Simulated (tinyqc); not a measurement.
# Probe couplings from its potential

Problem. One voltage probe p sits between leads L (mu = 1) and R (mu = 0) without magnetic field: mu_p = T_pL/(T_pL + T_pR), T_eff = T_RL + T_pL T_pR/(T_pL + T_pR). Find T_pL and T_pR.

T_RL = 0.23
mu_p = 0.63157895
T_eff = 0.36263158

Solution. T_eff - T_RL equals T_pL (1 - mu_p) and also T_pR mu_p.

T_pL = 0.360
T_pR = 0.210

Computed by the program tinyqc: `OMP_NUM_THREADS=1 python tinyqc.py 2700101 2700102 out.jsonl`, one thread of a shared Intel Xeon 2.30GHz, about 0.01 s for the whole run.
